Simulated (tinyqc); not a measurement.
## One level from two frequencies

Inverse problem. A single interface trap level in an MOS capacitor has the conductance Gp/w = Cit w tau/(1 + w^2 tau^2), w = 2 pi f. Find tau and Cit.

Gp/w at f = 1000 and 7800 Hz (nF/cm^2): [125.11345, 111.54882]

Solution. w/(Gp/w) = 1/(Cit tau) + (tau/Cit) w^2 is linear in w^2; the two coefficients give tau and Cit.

tau = 6.14e-5 s
Cit = 373 nF/cm^2

Program tinyqc, `OMP_NUM_THREADS=1 python tinyqc.py 2030165 2030166 out.jsonl`; Intel Xeon 2.30GHz, shared host, one thread, about 0.01 s.
